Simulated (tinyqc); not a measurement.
Bond length: bond-orbital model of a tetrahedral semiconductor (Harrison's universal couplings).

Hybrid level eh = (es + 3 ep)/4; metallic energy V1 = (ep - es)/4 for each atom; covalent energy V2 = 3.22 hbar^2/(m d^2); polar energy V3 = (ehc - eha)/2; hbar^2/m = 2c, c = hbar^2/2m0. Polarity ap = V3/sqrt(V2^2 + V3^2), covalency ac = V2/sqrt(V2^2 + V3^2). p-p coupling at Gamma Exx = (4/3)(2.22 - 2 x 0.63) hbar^2/(m d^2) = 1.28 hbar^2/(m d^2), s-s coupling Ess = 4 x 1.32 hbar^2/(m d^2).

Constants: hbar^2/2m0 = 3.80998211 eV angstrom^2.

Inputs chosen for the exercise (near tabulated values for ZnSe; the model gives trends, and its gaps can be far from the real ones; shifted at random, so the results belong to these values and not to a real crystal): esc = -7.85 eV (s level, cation); epc = -4 eV (p level, cation); esa = -22.55 eV (s level, anion); epa = -10.71 eV (p level, anion); d = 2.45 angstrom (bond length); Z = 6 (valence electrons of the anion).

d is scaled; levels stay. E0 is the s-like conduction level less Ev at Gamma (Ess = 5.28 u, Exx = 1.28 u); Z* = 4 ap - (Z - 4).

Against d:
```
d/d0  V2 (eV)      ap     Z*  Ev (eV)  E0 (eV)
0.94    4.626  0.6853  0.741  -11.181    6.543
0.96    4.435  0.7005  0.802  -11.145    6.285
0.98    4.256  0.7151  0.860  -11.112    6.048
0.99    4.171  0.7221  0.889  -11.097    5.937
1.00    4.088  0.7290  0.916  -11.083    5.830
1.02    3.929  0.7424  0.970  -11.056    5.630
1.04    3.779  0.7552  1.021  -11.031    5.445
```

Give the missing row, d/d0 = 1.01.

Computed row:
```
d/d0  V2 (eV)      ap     Z*  Ev (eV)  E0 (eV)
1.01    4.007  0.7358  0.943  -11.069    5.728
```

Compression raises V2 and E0: dE0/d ln(volume) = -3.48 eV, of which the valence band gives -0.47. The polarity falls under compression, from 0.729 to 0.685 at 0.94 (SiC is a known exception, whose effective charge rises under pressure).

Computed by tinyqc, a small Python program: `OMP_NUM_THREADS=1 python tinyqc.py 1480270 1480271 out.jsonl` (the numbers bound the seed that draws the inputs); one thread of a shared host (Intel(R) Xeon(R) Processor @ 2.30GHz), about 0.01 s for the whole set of steps.
